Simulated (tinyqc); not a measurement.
One-dimensional ballistic tunnel FET, two-band WKB: one step of the calculation.

A p-type source for x < 0 with its Fermi level at 0 and its valence edge at ds; in the channel the bands fall as D exp(-x/lam) towards their flat values, with the conduction edge at Ec = ds - dP and D = dP + Eg. The gate moves dP one to one. The drain Fermi level lies at -Vd and the drain side reflects nothing. For w = E - Ec between 0 and dP an electron crosses the gap. Two-band dispersion with equal masses m: inside the gap kappa = sqrt(m u (1 - u/Eg)/C), u the distance from a band edge, C = hbar^2/(2 m0).

Problem. The exponent in closed form. S(w) = 2 lam int_0^Eg kappa(u) du/(w + Eg - u) = 2 pi lam sqrt(m/(C Eg)) [w + Eg/2 - sqrt(w (w + Eg))], T(w) = exp(-S). The common triangular estimate is S = (4/3) lam sqrt(m/C) Eg^1.5/(dP + Eg) for all w.

Inputs (values chosen for the exercise); band and dielectric values close to those of indium arsenide:

| symbol | value | unit | meaning |
|---|---|---|---|
| Eg | 0.35 | eV | band gap |
| m | 0.026 | m0 | band-edge mass of the two-band model |
| lam | 5.9 | nm | screening length of the source junction |
| dP | 0.15 | eV | tunnelling window Ev(source) - Ec(channel) |
| w0 | 0.094 | eV | energy above the channel conduction edge |

Constants: q = 1.602176634e-19 C, hbar = 1.054571817e-34 J s, m0 = 9.1093837015e-31 kg, hbar^2/(2 m0) = 0.0380998212 eV nm^2. Results are converted to the units shown.

Wanted: S(w0); T(w0); triangular S.

Solution.

S(w0) = 3.349
T(w0) = 0.03511
triangular S = 2.691

Computed by the program tinyqc: `OMP_NUM_THREADS=1 python tinyqc.py 2620160 2620161 out.jsonl`, one thread of a shared Intel Xeon 2.30GHz, about 0.01 s for the whole run.
